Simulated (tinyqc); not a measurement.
Depletion depth for a wanted scale length.

Problem. A single-gate structure has eps_r tan(pi ti/Lambda) + ei tan(pi ts/Lambda) = 0 for its lowest mode, with both thicknesses below Lambda. Find ts.

Inputs (values chosen for the exercise); permittivities: semiconductor close to that of In0.53Ga0.47As, insulator close to that of hafnium oxide:
```
symbol,value,unit,meaning
eps_r,13.8,,relative permittivity of the semiconductor
ei,23.1,,relative permittivity of the insulator
ti,15,nm,insulator thickness
```

Lambda = 41.939527 nm

Solution. The condition is explicit in ts: an arctangent, taken between 0 and pi.

ts = 30.0 nm

tinyqc, about 0.01 s, one thread, Intel Xeon 2.30GHz (shared host): `OMP_NUM_THREADS=1 python tinyqc.py 2420116 2420117 out.jsonl`
